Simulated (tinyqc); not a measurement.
Inside a calculation. Model: classical Heisenberg spin chain: exact results, Metropolis, heat-bath and over-relaxation steps, and a Monte Carlo run. Computed by tinyqc, a small Python program that keeps every step. Command: `OMP_NUM_THREADS=1 python tinyqc.py 3130066 3130067 out.jsonl heismc walk`. One thread of a shared host (Intel(R) Xeon(R) Processor @ 2.30GHz), about 0.1 s of CPU time with the checks. Intermediate numbers are printed to about 7 digits and carried at full precision; extremes and crossings named in words are read from the listed rows.

E = -J sum_i s_i . s_(i+1) for unit vectors s_i on an open chain; K = J/(k_B T).

Inputs (values chosen for the exercise, for a model chain of large moments):
```
quantity                     value  unit
coupling J                      25   meV
temperature T                  536     K
moment mu                      6.8  mu_B
length N of the open chain      12     -
seed                        856847     -
```

Update: heat bath.

Constants: k_B = 8.617333262e-05 eV/K; mu_B = 5.7883818060e-05 eV/T.

## Exact results

Each bond angle is independent, so u = <s_i . s_(i+1)> = coth K - 1/K, <s_i . s_(i+n)> = u^n, correlation length xi = -1/ln|u|, energy per bond -J u, heat capacity per bond c/k_B = 1 - K^2/sinh^2 K, and for the long chain chi = mu^2 (1 + u)/(3 k_B T (1 - u)) per spin.

K = 0.5412555

u = 0.1769904

xi = 0.5774806 sites

energy per bond = -4.424759 meV

heat capacity = 0.09218645 k_B/bond

chi over the Curie value = 1.430105

chi = 0.02762384 mu_B/T per spin

For |K| << 1, u = K/3 = 0.1804.

## Finite chain

For N spins, <|sum s|^2>/N = (1 + u)/(1 - u) - 2 u (1 - u^N)/(N (1 - u)^2); the long chain has (1 + u)/(1 - u), chi over the Curie value, and the difference is relative to it.

<|sum s|^2>/N = 1.386555

difference from the long chain = -3.045233 %

## Four single-spin steps

four neighbouring spins (rows; components x, y, z):
```
        1        2        3
1  0.1435   0.8910  -0.4308
2  0.7292  -0.0333   0.6835
3  0.1024  -0.3003  -0.9483
4  0.2717  -0.9415   0.1992
```

random numbers, one row a step:
```
        1       2       3
1  0.0296  0.3234  0.9026
2  0.1465  0.7818  0.6735
3  0.3860  0.5596  0.4943
4  0.3101  0.8568  0.7546
```

The given spins are first normalised. Spins 2 and 3 are updated in turn, with h = K (sum of the two neighbours). Heat bath: cos(theta) = 1 + ln(1 - r1 (1 - exp(-2 |h|)))/|h| about n = h/|h|, azimuth 2 pi r2 = phi in the frame a = n x z/|n x z|, b = n x a: s = n cos(theta) + sin(theta)(a cos(phi) + b sin(phi)); r1, r2 are the first two numbers of the row.

Steps:
```
spin        |h|  h . s before  h . s after       move           x           y           z
2     0.8228703    -0.4237922    0.7986892  heat bath  -0.0170061   0.2377842  -0.9711691
3     0.5819605     0.5247468    0.4757619  heat bath   0.2240951  -0.9550530  -0.1940494
2     0.3939096     0.3168147    0.1576384  heat bath   0.6321401   0.7555871  -0.1717179
3     0.4996812     0.2028653    0.2815901  heat bath   0.4293566  -0.6127547   0.6634641
```

## A run and its error bars

From the ordered state (alternating for J < 0), with each spin drawn from exp(h . s), h = K x sum of neighbours, 200 sweeps are discarded and 1600 recorded (even and odd sites in turn; random numbers not printed, so these rows are one sample). Errors are the scatter of block means over sqrt(number of blocks).

Blocking:
```
block length  mean bond product        error  <|sum s|^2>/N       error
1                     0.1787875  0.004222476       1.327125  0.02593948
4                     0.1787875  0.004438979       1.327125  0.02540276
16                    0.1787875  0.004177557       1.327125  0.02564999
40                    0.1787875  0.004532662       1.327125  0.02745535
80                    0.1787875  0.005342016       1.327125  0.03062995
```

With blocks of 40 the bond product is 0.4 error bars from the exact u = 0.1770, and <|sum s|^2>/N is 2.2 from the exact 1.387. Blocking to 40 changes the two errors by factors 1.1 and 1.1.

Checks made by the program: c against a difference of the energy (relative difference 3e-10).
